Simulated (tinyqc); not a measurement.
# Off-state leakage of single and stacked transistors: two studies

n-channel devices of unit width. Subthreshold current I(Vg, Vs, Vd) = I0 (T/300 K)^0.5 exp[(Vg - Vs - VT(T) - gb (Vs - Vb) + dd (Vd - Vs))/(nf Vt)] (1 - exp(-(Vd - Vs)/Vt)), VT(T) = VT - cT (T - 300 K). Gate-edge tunnelling Ig (Vd/1 V) exp(ag (Vd - 1 V)), for a gate at 0 V, and band-to-band leakage Ab u exp(-Bb/u), u = Vd - Vb + 1 V, flow at a drain held at V; both are taken as independent of T. In a stack of off transistors (all gates at 0 V) the same subthreshold current passes through each.

Inputs (values chosen for the exercise); values of the order met in bulk silicon logic transistors:

| symbol | value | unit | meaning |
|---|---|---|---|
| T | 398 | K | temperature |
| V | 1.2 | V | supply voltage |
| VT | 0.45 | V | threshold at 300 K, zero drain and body bias |
| cT | 0.6 | mV/K | fall of the threshold with temperature |
| I0 | 0.13 | uA/um | current at threshold at 300 K |
| nf | 1.29 |  | slope factor |
| dd | 0.08 |  | drain-induced lowering per volt |
| gb | 0.16 |  | rise of the threshold per volt of source-body bias |
| Ig | 3e-6 | uA/um | gate-edge tunnelling current at 1 V |
| ag | 4.3 | 1/V | exponential slope of the gate current |
| Ab | 9 | uA/(um V) | prefactor of band-to-band leakage at the drain |
| Bb | 26 | V | its exponential voltage |
| Vb | 0 | V | body voltage |

Constants: q = 1.602176634e-19 C, kB = 1.380649e-23 J/K, Vt = kB T/q. Results are converted to the units shown.

Each table varies one quantity; the others keep the values above.

## Subthreshold current against the height of the stack

All n gates at 0 V, bottom source at 0 V, top drain at V; node voltages follow from equal currents.

Results:
```
n,I (nA/um),reduction factor,drain voltage of the bottom device (mV),source voltage of the top device (mV),voltage across the top device (V)
1,0.1895,1.000,1200,0,1.200
2,0.02218,8.542,76.53,76.53,1.123
4,0.007817,24.24,14.86,113.8,1.086
5,0.005902,32.11,10.68,123.8,1.076
6,0.004740,39.98,8.335,131.6,1.068
```

Estimate the missing row, n = 3.

Computed row:
```
n,I (nA/um),reduction factor,drain voltage of the bottom device (mV),source voltage of the top device (mV),voltage across the top device (V)
3,0.01157,16.38,24.56,99.77,1.100
```

With this row back in the table: The second transistor cuts the current by a factor of 8.54, the third by a further 1.92 and the sixth by 1.25. The top device keeps 89.0 % of the supply at n = 6, while the drain voltage of the bottom one falls to 0.243 Vt.

## Leakage components against the threshold

Same model as above.

One transistor with Vg = Vs = 0, Vd = V; stack factor I(one)/I(two in series).

The same in every row: gate edge (nA/um) = 0.008507; band-to-band (nA/um) = 0.1459; stack factor = 8.542.

Leakage components against the threshold:
```
VT (V),subthreshold (nA/um),total (nA/um),largest part
0.15,166.9,167.0,subthreshold
0.2,53.91,54.06,subthreshold
0.25,17.41,17.57,subthreshold
0.3,5.624,5.778,subthreshold
0.35,1.816,1.971,subthreshold
0.4,0.5867,0.7411,subthreshold
0.45,0.1895,0.3439,subthreshold
0.5,0.06121,0.2156,band-to-band
0.55,0.01977,0.1742,band-to-band
0.6,0.006386,0.1608,band-to-band
```

As VT goes from 0.15 to 0.6, the total leakage falls from 167 to 0.161 nA/um. The subthreshold part leads at VT = 0.15, the band-to-band part from 0.5 on. The reduction by a stack of two stays at 8.54, for the subthreshold part alone. For VT = 0.15, 0.2, 0.25 the gate is within about 3 nf Vt of threshold, where the exponential law overstates the current.

Numbers from tinyqc (`OMP_NUM_THREADS=1 python tinyqc.py 2242102 2242103 out.jsonl`; about 0.04 s on one thread of a shared Intel Xeon 2.30GHz).
